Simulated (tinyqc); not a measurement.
Defect, radiative and Auger recombination at equal electron and hole densities (ABC model), step by step. Values are carried at full precision from step to step, so a last printed digit may differ when a step is redone from the rounded ones.

J/(e d) = Ae n + B n^2 + C n^3 with Ae = A + 4 S/w (four side walls, carriers spread evenly), e = 1.602176634e-19 C, lengths in cm; internal efficiency IQE = B n^2/(Ae n + B n^2 + C n^3); all injected carriers recombine in the layer.

Inputs chosen for the exercise (orders of magnitude like those quoted for InP; the results hold for these values, not for the real material): A = 50000000 1/s (defect rate); B = 8.7e-11 cm^3/s (radiative coefficient); C = 4.9e-31 cm^6/s (Auger coefficient); S = 2200 cm/s (recombination velocity of the side walls); w = 2.1 micrometre (side of the square mesa); d = 57 nm (active thickness); J = 740 A/cm^2 (current density); ex = 0.8 (extraction efficiency); Eph = 1.31 eV (photon energy).

## The efficiency peak

IQE peaks at n_p = sqrt(Ae/C); with Q = B/sqrt(Ae C), IQE_max = Q/(Q + 2).

Ae = 9.19048e+07 1/s
n_p = 1.370e+19 1/cm^3
Q = 12.96
IQE_max = 0.866
J at the peak = 1.72e+04 A/cm^2

The side walls supply 46 % of Ae.

## Carrier density at the given current

G = J/(e d). Newton steps from the smallest of G/Ae, sqrt(G/B) and (G/C)^(1/3); stop when the relative step is below 1e-9.

G = 8.103e+26 1/(cm^3 s)

Newton steps:
```
step  n (1/cm^3)   rate/G  relative step
1     3.0519e+18  1.36333          -0.15
2     2.5894e+18  1.02409         -0.014
3     2.5541e+18  1.00014       -8.1e-05
4     2.5539e+18  1.00000       -2.8e-09
5     2.5539e+18  1.00000              0
```

n = 2.554e+18 1/cm^3

The start is an upper bound and the function is convex, so the steps fall monotonically; 5 are needed.

## Shares, lifetimes and light

Shares of the three paths; lifetime n/G = 1/(Ae + B n + C n^2); differential lifetime 1/(Ae + 2 B n + 3 C n^2) and bandwidth 1/(2 pi tau_d); optical power density ex IQE J Eph/e.

shares: defect 0.2897, radiative 0.7003, Auger 0.0101

lifetime = 3.15 ns
differential lifetime = 1.83 ns
bandwidth = 86.9 MHz
optical power density = 543 W/cm^2

The radiative path is the largest; the device runs below its efficiency peak, where the defect and Auger shares are equal. At this density the bands are degenerate: B saturates and stimulated emission, left out, would clamp n in a laser cavity.

## Checks

- Density from Newton steps against bisection (1/cm^3): both 2.5539e+18.

Program tinyqc; command `OMP_NUM_THREADS=1 python tinyqc.py 1650399 1650400 out.jsonl`; about 0.01 s on one thread of a shared Intel(R) Xeon(R) Processor @ 2.30GHz.
